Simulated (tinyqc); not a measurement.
Full spectrum, Debye and Einstein heat capacities: Born-von Karman spring model of a cubic crystal with one atom per cell. Computed by tinyqc, a small Python program. Command: `OMP_NUM_THREADS=1 python tinyqc.py 3009109 3009110 out.jsonl springs walk`. One thread of a shared host (Intel(R) Xeon(R) Processor @ 2.30GHz), about 0.1 s of CPU time with the checks.

First neighbours lie at a/2 (1,1,1) (8 of them), second at a (1,0,0) (6), with all permutations and signs; the volume per atom is Omega = a^3/2. Two shells of springs match a real metal only roughly, above all at the zone boundary.

Inputs (values chosen for the exercise, modelled on iron):
```
quantity               value           unit
lattice constant a      2.87       angstrom
atomic mass M          55.85              u
radial spring k1L       3.16  eV/angstrom^2
transverse spring k1T   -0.1  eV/angstrom^2
radial spring k2L        1.2  eV/angstrom^2
transverse spring k2T  0.018  eV/angstrom^2
```

Lattice: bcc.

Constants: 1 eV/angstrom^3 = 160.2176634 GPa; u = 1.6605390666e-27 kg; hbar = 1.054571817e-34 J s; k_B = 1.380649e-23 J/K; nu for 1 eV/(angstrom^2 u) = 15.6333042 THz; h x 1 THz = 4.135667696 meV; k_B = 8.617333262e-05 eV/K.

Method:
- [ij,kl] = (1/(2 Omega)) sum_R K_ij R_k R_l; C11 = [xx,xx], C44 = [xx,yy], C12 = 2 [xy,xy] - C44; B = (C11 + 2 C12)/3; Zener ratio A = 2 C44/(C11 - C12). K(R) = kL n n^T + kT (1 - n n^T).
- rho = M/Omega and v = sqrt(C/rho), with C = C11, C44, C44 along [100]; (C11 + C12 + 2 C44)/2, C44, (C11 - C12)/2 along [110]; (C11 + 2 C12 + 4 C44)/3 and twice (C11 - C12 + C44)/3 along [111].
- Christoffel matrix G_xx = C11 n_x^2 + C44 (1 - n_x^2), G_xy = (C12 + C44) n_x n_y, with eigenvalues rho v^2; v_m^-3 is the mean of v^-3 over three branches and all directions (12 Gauss-Legendre points in cos(theta) times 24 angles phi = (j + 1/2) pi/12); q_D = (6 pi^2/Omega)^(1/3); Theta = hbar v_m q_D/k_B.
- A neighbour at R with unit vector n couples by the matrix K(R) = kL n n^T + kT (1 - n n^T), and D(q) = (1/M) sum_R K(R) [1 - cos(q.R)].
- An eigenvalue lambda of D in eV/(angstrom^2 u) gives nu = 15.6333042 THz x sqrt(lambda).
- Mesh: q = sum_i (m_i + 1/2)/n b_i, m_i = 0..n-1, with b = [[0, 1, 1], [1, 0, 1], [1, 1, 0]] in 2 pi/a; sums are averages over the n^3 points (here n = 14), per atom.
- With x = h nu/(k_B T) and n = 1/(exp(x) - 1) for each mode: F = k_B T [x/2 + ln(1 - exp(-x))], U = k_B T x (n + 1/2), S/k_B = x n - ln(1 - exp(-x)), C/k_B = x^2 n (n + 1).
- Debye: C = 9 k_B (T/Theta)^3 int_0^(Theta/T) x^4 e^x/(e^x - 1)^2 dx with the elastic Theta. Einstein: three modes at the root-mean-square frequency. The last column is the Theta that makes the Debye formula give the full C at that T.

elastic Debye temperature = 476.581 K

root-mean-square frequency = 6.7349 THz

Heat capacity (k_B/atom):
```
T (K)  full spectrum   Debye  Einstein  Theta from C (K)
57            0.5516  0.3701    0.3347            405.48
86            1.1966  0.9270    1.0360            408.82
120           1.7742  1.5220    1.6936            412.05
170           2.2682  2.0866    2.2388            414.40
240           2.5940  2.4827    2.5849            415.76
360           2.8084  2.7527    2.8063            416.58
480           2.8898  2.8572    2.8892            416.88
710           2.9489  2.9335    2.9487            417.10
```

The apparent Theta runs from 405 to 417 K against the elastic 477 K; at high T it tends to sqrt(5/3) h nu_rms/k_B = 417 K. At the lowest T the Debye value is 0.67 and the Einstein value 0.61 times the full one; dispersion bends the branches below the sound lines, so the real spectrum has more low modes than Debye assumes. At the highest T Debye misses by 0.52 % and Einstein by 0.0049 %.

Extremes, crossings and ranges named in words are read from the listed rows.
